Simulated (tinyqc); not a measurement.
Out-diffusion of a doped substrate or buried layer into a growing epitaxial film: one step, computed by the program tinyqc. Command: `OMP_NUM_THREADS=1 python tinyqc.py 3023939 3023940 out.jsonl buried walk`. One thread of a shared host (Intel(R) Xeon(R) Processor @ 2.30GHz), about 0.01 s of CPU time with the checks.

x is counted from the original substrate surface into the film, whose surface moves as x = v t. Substrate dopant has one diffusivity; the dopant of the film is taken as uniform.

Problem. Profile in the film. After growth and the later budget: l2 = 2 sqrt(D t + (Dt)2); C(x) = (C_s/2) erfc(x/l2) + share x C_s exp(-x/decay length) for x > 0 (autodoping taken as unchanged by the later budget). The transition x_t solves C(x) = C_e, where the total doping is twice the intended value. Positions are 0.05, 0.2, 0.4, 0.6, 0.8, 1, 1.25 and 1.5 of x_t with autodoping (any beyond the film thickness are formal); net doping = C + C_e.

Inputs (values chosen for the exercise, modelled on arsenic in silicon):

| quantity | value | unit |
|---|---|---|
| substrate concentration C_s | 1.5e+19 | 1/cm^3 |
| film doping C_e | 1.8e+15 | 1/cm^3 |
| growth temperature T | 950 | C |
| autodoping level at the start, as a share of C_s | 0.0002 | - |
| decay length of autodoping | 0.64 | um |

Film doping: same type as the substrate.

x_t with autodoping = 0.4522239 um

length l2 = 0.1562710 um

Give: Concentrations (1/cm^3).

Solution.

Concentrations (1/cm^3):

| x/x_t | x (um) | diffusion | autodoping | net doping |
|---|---|---|---|---|
| 0.05 | 0.0226 | 6.284e+18 | 2.896e+15 | 6.289e+18 |
| 0.20 | 0.0904 | 3.098e+18 | 2.605e+15 | 3.102e+18 |
| 0.40 | 0.1809 | 7.622e+17 | 2.261e+15 | 7.663e+17 |
| 0.60 | 0.2713 | 1.055e+17 | 1.963e+15 | 1.093e+17 |
| 0.80 | 0.3618 | 7.952e+15 | 1.705e+15 | 1.146e+16 |
| 1.00 | 0.4522 | 3.200e+14 | 1.480e+15 | 3.600e+15 |
| 1.25 | 0.5653 | 2.345e+12 | 1.240e+15 | 3.043e+15 |
| 1.50 | 0.6783 | 6.237e+09 | 1.039e+15 | 2.839e+15 |

Caution: the substrate doping is comparable to or above the intrinsic density at growth temperature, so the diffusivity may be higher on that side.
